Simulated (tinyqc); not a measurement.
Polytypes by hexagonality, and a cubic inclusion as a quantum well: one step. Hexagonality. Two cases, with inputs chosen for the exercise.

Problem. Give the h/k string and h of each.

A layer is h if its two neighbours in the periodic sequence sit on the same site, k otherwise; the hexagonality h is the share of h layers.

Give: Hexagonality.

Case 1.

Stacking sequences:
```
polytype         sequence
9R              ABCBCACAB
3C                    ABC
2H                     AB
10H            ABCABCBACB
15R       ABCACBCABACABCB
```

Solution.

Hexagonality:
```
polytype       h/k string       h
9R              hkhhkhhkh  0.6667
3C                    kkk  0.0000
2H                     hh  1.0000
10H            hkkkkhkkkk  0.2000
15R       hkkhkhkkhkhkkhk  0.4000
```

Case 2.

Stacking sequences:
```
polytype               sequence
4H                         ABCB
2H                           AB
21R       ABCACBACABCBACBCABACB
10H                  ABCABCBACB
8H                     ABCABACB
```

Solution.

Hexagonality:
```
polytype             h/k string       h
4H                         hkhk  0.5000
2H                           hh  1.0000
21R       hkkhkkkhkkhkkkhkkhkkk  0.2857
10H                  hkkkkhkkkk  0.2000
8H                     hkkkhkkk  0.2500
```

Computed by tinyqc, one run a case: `OMP_NUM_THREADS=1 python tinyqc.py N N+1 out.jsonl` with N = 1880967, 1880982; one thread of a shared Intel(R) Xeon(R) Processor @ 2.30GHz, about 0.2 s a run at most.
